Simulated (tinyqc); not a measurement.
Coupled-perturbed Hartree-Fock on RHF in the sto-3g basis, for BeH2, spin multiplicity 1, step by step. One step of it, computed by the program tinyqc.

Task: Integrals over molecular orbitals. (pq|rs) = sum C_ip C_jq C_kr C_ls (ij|kl), one index at a time.

coefficients C, order 1Be 1s, 1Be 2s, 1Be 2px, 1Be 2py, 1Be 2pz, 2H 1s, 3H 1s:
$$\begin{pmatrix}
0.991921 & -0.210357 & 0.015898 & 0.000000 & 0.000000 & -0.228940 & -0.006839 \\
0.030744 & 0.619562 & -0.051170 & 0.000000 & 0.000000 & 1.011653 & 0.041645 \\
0.000000 & 0.000000 & 0.000000 & 0.038327 & 0.999265 & 0.000000 & 0.000000 \\
0.000083 & 0.037976 & 0.492987 & 0.000000 & 0.000000 & -0.024846 & 1.163693 \\
0.000000 & 0.000000 & 0.000000 & 0.999265 & -0.038327 & 0.000000 & 0.000000 \\
-0.003851 & 0.424974 & 0.405371 & 0.000000 & 0.000000 & -0.690492 & -0.812947 \\
-0.003815 & 0.357797 & -0.470141 & 0.000000 & 0.000000 & -0.722067 & 0.755085
\end{pmatrix}$$

core Hamiltonian H = T + V (hartree), order 1Be 1s, 1Be 2s, 1Be 2px, 1Be 2py, 1Be 2pz, 2H 1s, 3H 1s:
$$\begin{pmatrix}
-8.512734 & -2.099807 & 0.000000 & -0.000543 & 0.000000 & -0.307769 & -0.283746 \\
-2.099807 & -2.730075 & 0.000000 & -0.003760 & 0.000000 & -0.905514 & -0.864084 \\
0.000000 & 0.000000 & -2.205829 & 0.000000 & 0.000000 & 0.000000 & 0.000000 \\
-0.000543 & -0.003760 & 0.000000 & -2.374211 & 0.000000 & -1.021833 & 0.984808 \\
0.000000 & 0.000000 & 0.000000 & 0.000000 & -2.205829 & 0.000000 & 0.000000 \\
-0.307769 & -0.905514 & 0.000000 & -1.021833 & 0.000000 & -1.930665 & -0.036566 \\
-0.283746 & -0.864084 & 0.000000 & 0.984808 & 0.000000 & -0.036566 & -1.902063
\end{pmatrix}$$

Two-electron integrals (ij|kl) in chemists' order, unique and non-zero (hartree):
```
(11|11) 2.298831    (21|11) 0.392036    (21|21) 0.079539    (22|11) 0.570988
(22|21) 0.143041    (22|22) 0.417683    (31|31) 0.014607    (32|31) 0.021888
(32|32) 0.092265    (33|11) 0.569578    (33|21) 0.143083    (33|22) 0.417589
(33|33) 0.449859    (41|41) 0.014607    (42|41) 0.021888    (42|42) 0.092265
(43|43) 0.024249    (44|11) 0.569578    (44|21) 0.143083    (44|22) 0.417589
(44|33) 0.401360    (44|44) 0.449859    (51|51) 0.014607    (52|51) 0.021888
(52|52) 0.092265    (53|53) 0.024249    (54|54) 0.024249    (55|11) 0.569578
(55|21) 0.143083    (55|22) 0.417589    (55|33) 0.401360    (55|44) 0.401360
(55|55) 0.449859    (61|11) 0.055915    (61|21) 0.011338    (61|22) 0.020571
(61|33) 0.020433    (61|41) 0.000997    (61|42) 0.001890    (61|44) 0.020857
(61|55) 0.020433    (61|61) 0.001694    (62|11) 0.155205    (62|21) 0.039555
(62|22) 0.128500    (62|33) 0.123401    (62|41) 0.005131    (62|42) 0.033324
(62|44) 0.138578    (62|55) 0.123401    (62|61) 0.006238    (62|62) 0.062535
(63|31) 0.003361    (63|32) 0.016365    (63|43) 0.005549    (63|63) 0.005225
(64|11) 0.174179    (64|21) 0.044881    (64|22) 0.152587    (64|33) 0.143606
(64|41) 0.008220    (64|42) 0.051452    (64|44) 0.170392    (64|55) 0.143606
(64|61) 0.007343    (64|62) 0.083849    (64|64) 0.115229    (65|51) 0.003361
(65|52) 0.016365    (65|54) 0.005549    (65|65) 0.005225    (66|11) 0.325510
(66|21) 0.084343    (66|22) 0.308278    (66|33) 0.286550    (66|41) 0.011903
(66|42) 0.102654    (66|44) 0.351428    (66|55) 0.286550    (66|61) 0.013527
(66|62) 0.196412    (66|64) 0.277844    (66|66) 0.774606    (71|11) 0.051553
(71|21) 0.010453    (71|22) 0.018967    (71|33) 0.018841    (71|41) -0.000921
(71|42) -0.001745   (71|44) 0.019227    (71|55) 0.018841    (71|61) 0.001427
(71|62) 0.004856    (71|64) 0.005347    (71|66) 0.010297    (71|71) 0.001440
(72|11) 0.147325    (72|21) 0.037567    (72|22) 0.122576    (72|33) 0.117673
(72|41) -0.004861   (72|42) -0.031940   (72|44) 0.132264    (72|55) 0.117673
(72|61) 0.005004    (72|62) 0.028837    (72|64) 0.031849    (72|66) 0.066275
(72|71) 0.005462    (72|72) 0.057712    (73|31) 0.003137    (73|32) 0.015403
(73|43) -0.005274   (73|63) 0.001773    (73|73) 0.004720    (74|11) -0.166896
(74|21) -0.043015   (74|22) -0.146797   (74|33) -0.138183   (74|41) 0.007763
(74|42) 0.049234    (74|44) -0.163873   (74|55) -0.138183   (74|61) -0.005568
(74|62) -0.032227   (74|64) -0.034929   (74|66) -0.074182   (74|71) -0.006479
(74|72) -0.077907   (74|74) 0.107637    (75|51) 0.003137    (75|52) 0.015403
(75|54) -0.005274   (75|65) 0.001773    (75|75) 0.004720    (76|11) 0.006144
(76|21) 0.001521    (76|22) 0.004317    (76|33) 0.004265    (76|41) -2.91e-06
(76|42) -0.000019   (76|44) 0.004420    (76|55) 0.004265    (76|61) 0.000219
(76|62) 0.001350    (76|64) 0.001619    (76|66) 0.003297    (76|71) 0.000202
(76|72) 0.001304    (76|74) -0.001582   (76|76) 0.000045    (77|11) 0.318384
(77|21) 0.082513    (77|22) 0.302978    (77|33) 0.281824    (77|41) -0.011423
(77|42) -0.100160   (77|44) 0.344963    (77|55) 0.281824    (77|61) 0.010945
(77|62) 0.068494    (77|64) 0.075832    (77|66) 0.161381    (77|71) 0.012177
(77|72) 0.188010    (77|74) -0.267389   (77|76) 0.003297    (77|77) 0.774606
```

Give: one-electron integrals over orbitals h = C^T H C; Two-electron integrals over orbitals.

Result:

one-electron integrals over orbitals h = C^T H C (hartree):
$$\begin{pmatrix}
-8.5015 & 0.2052 & -0.0157 & 0.0000 & 0.0000 & 0.2041 & 0.0052 \\
0.2052 & -2.2526 & -0.0039 & 0.0000 & 0.0000 & -0.2570 & -0.0294 \\
-0.0157 & -0.0039 & -2.1751 & 0.0000 & 0.0000 & 0.0342 & -0.3178 \\
0.0000 & 0.0000 & 0.0000 & -2.2058 & 0.0000 & 0.0000 & 0.0000 \\
0.0000 & 0.0000 & 0.0000 & 0.0000 & -2.2058 & 0.0000 & 0.0000 \\
0.2041 & -0.2570 & 0.0342 & 0.0000 & 0.0000 & -1.8809 & 0.0015 \\
0.0052 & -0.0294 & -0.3178 & 0.0000 & 0.0000 & 0.0015 & -1.8644
\end{pmatrix}$$

Two-electron integrals over orbitals (pq|rs), unique and non-zero (hartree):
```
(11|11) 2.2721      (21|11) -0.1848     (21|21) 0.0233      (22|11) 0.4510
(22|21) -0.0054     (22|22) 0.3716      (31|11) 0.0139      (31|21) -0.0014
(31|22) 0.0021      (31|31) 0.0050      (32|11) -0.0011     (32|21) 0.0011
(32|22) 0.0263      (32|31) 0.0101      (32|32) 0.1527      (33|11) 0.4088
(33|21) -0.0024     (33|22) 0.3744      (33|31) -0.0013     (33|32) -0.0215
(33|33) 0.4049      (41|41) 0.0157      (42|41) 0.0148      (42|42) 0.0469
(43|41) -0.0011     (43|42) -0.0026     (43|43) 0.0121      (44|11) 0.5692
(44|21) -0.0071     (44|22) 0.3495      (44|31) 0.0005      (44|32) -3.21e-04
(44|33) 0.3283      (44|44) 0.4499      (51|51) 0.0157      (52|51) 0.0148
(52|52) 0.0469      (53|51) -0.0011     (53|52) -0.0026     (53|53) 0.0121
(54|54) 0.0242      (55|11) 0.5692      (55|21) -0.0071     (55|22) 0.3495
(55|31) 0.0005      (55|32) -3.21e-04   (55|33) 0.3283      (55|44) 0.4014
(55|55) 0.4499      (61|11) -0.1929     (61|21) 0.0247      (61|22) -0.0059
(61|31) -0.0021     (61|32) -2.59e-04   (61|33) -0.0027     (61|44) -0.0058
(61|55) -0.0058     (61|61) 0.0263      (62|11) 0.1412      (62|21) -0.0059
(62|22) -0.0132     (62|31) 2.20e-04    (62|32) -0.0081     (62|33) -0.0389
(62|44) 0.0710      (62|55) 0.0710      (62|61) -0.0053     (62|62) 0.0844
(63|11) -0.0167     (63|21) 0.0005      (63|22) -0.0142     (63|31) -8.50e-05
(63|32) -0.0904     (63|33) 0.0175      (63|44) -0.0087     (63|55) -0.0087
(63|61) 0.0005      (63|62) -0.0040     (63|63) 0.0899      (64|41) 0.0160
(64|42) 0.0461      (64|43) -0.0040     (64|64) 0.0485      (65|51) 0.0160
(65|52) 0.0461      (65|53) -0.0040     (65|65) 0.0485      (66|11) 0.4532
(66|21) -0.0066     (66|22) 0.3688      (66|31) 2.13e-05    (66|32) -0.0058
(66|33) 0.3820      (66|44) 0.3474      (66|55) 0.3474      (66|61) -0.0065
(66|62) -0.0260     (66|63) 0.0069      (66|66) 0.3873      (71|11) -0.0056
(71|21) 0.0015      (71|22) 0.0026      (71|31) 0.0091      (71|32) 0.0166
(71|33) -0.0026     (71|44) -1.28e-04   (71|55) -1.28e-04   (71|61) 3.39e-04
(71|62) -4.25e-04   (71|63) 0.0007      (71|66) -0.0010     (71|71) 0.0174
(72|11) 0.0151      (72|21) -1.01e-04   (72|22) -0.0066     (72|31) 0.0047
(72|32) -0.0376     (72|33) 0.0030      (72|44) 0.0071      (72|55) 0.0071
(72|61) -0.0006     (72|62) 0.0117      (72|63) 0.0623      (72|66) -3.02e-04
(72|71) 0.0085      (72|72) 0.0584      (73|11) 0.1513      (73|21) -0.0038
(73|22) 0.0022      (73|31) -1.86e-04   (73|32) -0.0012     (73|33) -0.0179
(73|44) 0.0726      (73|55) 0.0726      (73|61) -0.0035     (73|62) 0.0796
(73|63) -0.0117     (73|66) -0.0198     (73|71) -0.0009     (73|72) 0.0059
(73|73) 0.0879      (74|41) 0.0005      (74|42) 0.0025      (74|43) 0.0129
(74|64) 0.0010      (74|74) 0.0171      (75|51) 0.0005      (75|52) 0.0025
(75|53) 0.0129      (75|65) 0.0010      (75|75) 0.0171      (76|11) -0.0008
(76|21) 0.0008      (76|22) 0.0220      (76|31) 0.0094      (76|32) 0.1366
(76|33) -0.0217     (76|44) 2.62e-04    (76|55) 2.62e-04    (76|61) -4.53e-04
(76|62) -0.0063     (76|63) -0.0905     (76|66) -0.0070     (76|71) 0.0158
(76|72) -0.0451     (76|73) -5.42e-05   (76|76) 0.1348      (77|11) 0.5369
(77|21) -0.0071     (77|22) 0.3940      (77|31) 0.0010      (77|32) 0.0095
(77|33) 0.4061      (77|44) 0.3735      (77|55) 0.3735      (77|61) -0.0072
(77|62) -0.0151     (77|63) -0.0051     (77|66) 0.4021      (77|71) 0.0006
(77|72) -0.0035     (77|73) 0.0066      (77|76) 0.0070      (77|77) 0.4448
```
